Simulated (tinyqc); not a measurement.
# Nudged elastic band on a two-dimensional model surface, step by step

A worked calculation. Computed by tinyqc, a small Python program that keeps every step. Command: `OMP_NUM_THREADS=1 python tinyqc.py 3026347 3026348 out.jsonl neb walk`. One thread of a shared host (Intel(R) Xeon(R) Processor @ 2.30GHz), about 0.2 s of CPU time with the checks. Intermediate numbers are printed to about 6 digits and carried at full precision; extremes and crossings named in words are read from the listed rows.

V(x, y) = -A (cos kx + cos ky) - B cos kx cos ky + (C sin ky + S sin kx)(1 - cos kx), k = 2 pi/a; the atom hops from the minimum at (0, 0) to that at (a, 0).

Inputs (values chosen for the exercise, for a model surface):

| quantity | value | unit |
|---|---|---|
| amplitude A | 0.49 | eV |
| amplitude B | 0.11 | eV |
| skew C | 0.15 | eV |
| asymmetry S | 0.051 | eV |
| period a | 3.5 | angstrom |
| movable images n | 5 | - |
| spring constant k_s | 0.26 | eV/angstrom^2 |
| step factor eta | 0.24 | angstrom^2/eV |
| iteration cap | 600 | - |

Surface: adatom on a square lattice. Climbing image: on.

## Stationary points

Newton steps x(new) = x - H^-1 grad V (moves limited to 0.3 angstrom) from (0, 0), (a, 0) and (a/2, 0) give the two minima and the saddle.

positions (angstrom):
```
              x         y
start   0.00000   0.00000
end     3.50000   0.00000
saddle  1.63792  -0.36795
```

energies (eV): start -1.09000, end -1.09000, saddle 0.01626

barrier from the start = 1.10626 eV

## Straight-line start

Images are spaced evenly on the line between the minima.

images at the start (angstrom):
```
               x        y
image 1  0.58333  0.00000
image 2  1.16667  0.00000
image 3  1.75000  0.00000
image 4  2.33333  0.00000
image 5  2.91667  0.00000
```

energies above the start (eV): 0.32208  0.96625  1.20000  0.83375  0.27792

The highest image lies +0.0937 eV from the true barrier.

## Iteration 1

Tangent at image i: towards the higher neighbour if the energies rise or fall through i; at a maximum or minimum, tau = t+ dmax + t- dmin if V(i+1) > V(i-1), else t+ dmin + t- dmax, with t+ = R(i+1) - R(i), t- = R(i) - R(i-1) and dmax, dmin the larger and smaller of |V(i+1) - V(i)| and |V(i-1) - V(i)|; then normalise. Force F = -grad V + (grad V.tau) tau + k_s (|t+| - |t-|) tau. With a climbing image, the highest image feels instead F = -grad V + 2 (grad V.tau) tau and no spring. Update R(new) = R + eta F; the end points stay fixed.

unit tangents:
```
         x  y
image 1  1  0
image 2  1  0
image 3  1  0
image 4  1  0
image 5  1  0
```

forces (eV/angstrom):
```
                 x          y
image 1   0.000000  -0.134640
image 2   0.000000  -0.403919
image 3  -0.183110  -0.538559
image 4   0.000000  -0.403919
image 5   0.000000  -0.134640
```

images after iteration 1 (angstrom):
```
               x         y
image 1  0.58333  -0.03231
image 2  1.16667  -0.09694
image 3  1.70605  -0.12925
image 4  2.33333  -0.09694
image 5  2.91667  -0.03231
```

## Iteration 2

The formulas are those given above.

unit tangents:
```
                x          y
image 1  0.993919  -0.110115
image 2  0.998210  -0.059801
image 3  0.999911  -0.013350
image 4  0.998676   0.051446
image 5  0.993919   0.110115
```

forces (eV/angstrom):
```
                 x          y
image 1  -0.020065  -0.187426
image 2  -0.030939  -0.314059
image 3  -0.111840  -0.363440
image 4   0.005147  -0.308178
image 5   0.017845  -0.167385
```

images after iteration 2 (angstrom):
```
               x         y
image 1  0.57852  -0.07730
image 2  1.15924  -0.17231
image 3  1.67921  -0.21648
image 4  2.33457  -0.17090
image 5  2.92095  -0.07249
```

## All iterations

Start on the straight line; stop when the largest force is below 1e-4 or above 1e6 eV/angstrom.

Course of the band:

| iteration | highest image (eV) | largest force (eV/angstrom) |
|---|---|---|
| 1 | 1.20000 | 5.68836e-01 |
| 2 | 1.14747 | 3.80259e-01 |
| 3 | 1.12322 | 2.44219e-01 |
| 4 | 1.11300 | 1.54016e-01 |
| 5 | 1.10889 | 9.64055e-02 |
| 6 | 1.10728 | 6.01676e-02 |
| 7 | 1.10665 | 3.90043e-02 |
| 8 | 1.10641 | 2.75989e-02 |
| 9 | 1.10632 | 2.07818e-02 |
| ... | ... | ... |
| 76 | 1.10626 | 1.58899e-04 |
| 77 | 1.10626 | 1.48971e-04 |
| 78 | 1.10626 | 1.39663e-04 |
| 79 | 1.10626 | 1.30937e-04 |
| 80 | 1.10626 | 1.22756e-04 |
| 81 | 1.10626 | 1.15086e-04 |
| 82 | 1.10626 | 1.07895e-04 |
| 83 | 1.10626 | 1.01153e-04 |
| 84 | 1.10626 | 9.48332e-05 |

Band at the end:

| image | x (angstrom) | y (angstrom) | E (eV) |
|---|---|---|---|
| 0 | 0.00000 | 0.000000 | 0.00000 |
| 1 | 0.53306 | -0.177368 | 0.27997 |
| 2 | 1.08050 | -0.302379 | 0.84039 |
| 3 | 1.63792 | -0.367949 | 1.10626 |
| 4 | 2.27181 | -0.320851 | 0.82847 |
| 5 | 2.89170 | -0.181887 | 0.30179 |
| 6 | 3.50000 | 0.000000 | 0.00000 |

energy of the highest image = 1.10626 eV

iterations = 84

largest force at the end = 9.48332e-05 eV/angstrom

Converged in 84 iterations. The climbing image sits on the saddle, so its energy is the barrier.

## Plain band against climbing image

Images are counted without the end points, and convergence is judged on the largest force on an image. Each run starts on the straight line with the same k_s and eta, for at most 1500 iterations; errors are against the Newton saddle; a dash marks a run that did not reach 1e-4 eV/angstrom.

Error of the highest image (meV) and iterations:

| images | plain, error | plain, iterations | climbing, error | climbing, iterations |
|---|---|---|---|---|
| 2 | -203.834 | 27 | 0 | 57 |
| 3 | -10.314 | 33 | 0 | 48 |
| 4 | -53.811 | 36 | 0 | 92 |
| 5 | -10.273 | 54 | 0 | 84 |
| 6 | -18.419 | 66 | 0 | 132 |
| 8 | -6.771 | 95 | 0 | 157 |
| 10 | -2.344 | 124 | 0 | 158 |

The plain band underestimates the barrier by 2.34 to 203.83 meV, depending on how near an image falls to the saddle (worst for 2 images, best for 10). The climbing image is within about 0.001 meV in every converged run, so few images suffice for the barrier.

Checks made by the program: climbing image against the Newton saddle (relative difference below 1e-10).
